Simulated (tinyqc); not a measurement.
## Undoped gate-all-around wire MOSFET, analytic charge model: effect of the temperature

An undoped round wire of radius R under an insulator shell and a surrounding gate; long channel, electrons only, n = ni exp((psi - V)/Vt) with V the quasi-Fermi potential (0 at the source, Vd at the drain), constant mobility, no quantisation. The radial Poisson equation gives n(r) = n(0)/(1 - (1 - b) r^2/R^2)^2 with b = Q0/(Q + Q0). Q is the electron charge per area of the wire surface.

Nc and Nv are given at 325 K and scale as (T/325 K)^1.5; Eg and mu are held fixed. ni = sqrt(Nc Nv) exp(-Eg/(2 Vt)), Eg in volts; Cox = eps0 eox/(R ln(1 + tox/R)); Q0 = 4 eps0 eps_r Vt/R; V0 = dphi + Vt ln[8 eps0 eps_r Vt/(q ni R^2)]. Q solves Vg - V0 - V = Q/Cox + Vt ln(Q/Q0) + Vt ln(1 + Q/Q0). I = mu (2 pi R/L)[2 Vt (Qs - Qd) + (Qs^2 - Qd^2)/(2 Cox) + Vt Q0 ln((Qd + Q0)/(Qs + Q0))], with Qs at V = 0 and Qd at V = Vd.  I(low) is taken at Vg = 0.23 V, Qs and I(high) at Vg = 0.98 V.

Inputs (values chosen for the exercise); material values close to those of silicon:
- Eg = 1.11 eV (band gap)
- eps_r = 11.7 (relative permittivity of the semiconductor)
- Nc = 3.15e19 cm^-3 (conduction-band density of states at the reference temperature)
- Nv = 2.95e19 cm^-3 (valence-band density of states at the reference temperature)
- eox = 3.78 (relative permittivity of the gate insulator)
- tox = 1.7 nm (insulator thickness)
- R = 6 nm (wire radius)
- dphi = -0.02 V (gate work function less that of the intrinsic body)
- mu = 130 cm^2/(V s) (channel mobility)
- L = 2 um (gate length)
- Vd = 0.1 V (drain voltage)

Constants: q = 1.602176634e-19 C, kB = 1.380649e-23 J/K, Vt = kB T/q, eps0 = 8.8541878128e-14 F/cm where lengths are in cm. Results are converted to the units shown.

Results:
```
T (K)  V0 (V)  I(low) (nA)  Qs(high) (nC/cm^2)  I(high) (uA)
220    0.5003     3.886e-6               903.1        0.1963
280    0.4879     2.207e-4               908.2        0.1980
310    0.4815     9.597e-4               912.6        0.1994
340    0.4750     0.003278               918.0        0.2009
370    0.4684     0.009310               924.3        0.2026
400    0.4616      0.02287               931.3        0.2046
430    0.4548      0.05003               939.0        0.2067
```

Estimate the missing row, T = 250 K.

Computed row:
```
T (K)  V0 (V)  I(low) (nA)  Qs(high) (nC/cm^2)  I(high) (uA)
250    0.4942     3.671e-5               905.0        0.1970
```

With this row back in the table: As T goes from 220 to 430 K, I(low) rises from 3.89e-6 to 0.0500 nA and I(high) rises from 0.196 to 0.207 uA. V0 falls from 0.500 to 0.455 V. In every row the surface density at the source at the higher gate voltage passes 0.3 Nc, where Boltzmann statistics fail. In every row the mobility is held fixed, though a real one changes with T. In every row the body is thin enough for quantum confinement, left out here, to raise the threshold.

tinyqc, about 0.02 s, one thread, Intel Xeon 2.30GHz (shared host): `OMP_NUM_THREADS=1 python tinyqc.py 2460051 2460052 out.jsonl`
